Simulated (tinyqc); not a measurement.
Worked calculation: power iteration on a symmetric matrix. Computed by tinyqc, a small Python program that keeps every step. Settings: method = power, shift = 1.65. Command: `OMP_NUM_THREADS=1 python tinyqc.py 24117 24118 out.jsonl` (the two numbers bound the seeds that draw the settings). One thread of a shared host (Intel(R) Xeon(R) Processor @ 2.60GHz), about 0.01 s of CPU time with the checks.

A, lower triangle:
```
          1         2        3
1   1.12400
2  -0.59000   1.56000
3   0.52800  -1.02700  2.18400
```

Stop when the residual |A v - lambda v| is below 1e-9.

Steps:

| step | lambda | residual |
|---|---|---|
| 1 | 1.1817571 | 1.02e+00 |
| 2 | 1.6783482 | 1.25e+00 |
| 3 | 2.2782187 | 1.24e+00 |
| 4 | 2.7552937 | 9.98e-01 |
| 5 | 3.0243810 | 7.00e-01 |
| 6 | 3.1477048 | 4.57e-01 |
| 7 | 3.1988273 | 2.90e-01 |
| 8 | 3.2191321 | 1.82e-01 |
| 9 | 3.2270593 | 1.13e-01 |
| 10 | 3.2301333 | 7.05e-02 |
| 11 | 3.2313223 | 4.38e-02 |
| 12 | 3.2317817 | 2.72e-02 |
| 13 | 3.2319591 | 1.69e-02 |
| 14 | 3.2320277 | 1.05e-02 |
| 15 | 3.2320541 | 6.53e-03 |
| 16 | 3.2320643 | 4.06e-03 |
| 17 | 3.2320683 | 2.52e-03 |
| 18 | 3.2320698 | 1.57e-03 |
| 19 | 3.2320704 | 9.74e-04 |
| 20 | 3.2320706 | 6.05e-04 |
| 21 | 3.2320707 | 3.76e-04 |
| 22 | 3.2320708 | 2.34e-04 |
| 23 | 3.2320708 | 1.45e-04 |
| 24 | 3.2320708 | 9.03e-05 |
| 25 | 3.2320708 | 5.61e-05 |
| 26 | 3.2320708 | 3.49e-05 |
| 27 | 3.2320708 | 2.17e-05 |
| 28 | 3.2320708 | 1.35e-05 |
| 29 | 3.2320708 | 8.36e-06 |
| 30 | 3.2320708 | 5.20e-06 |

Can the last value be used, and what does the course show?

Not by the stop rule, although the second column moves by less than 1e-07 over the last three steps. Not converged in 30 steps: the residual falls only by the ratio of the two largest distances of eigenvalues from the shift, 0.62 a step. all eigenvalues, for comparison: 0.66689  0.96903  3.23207.
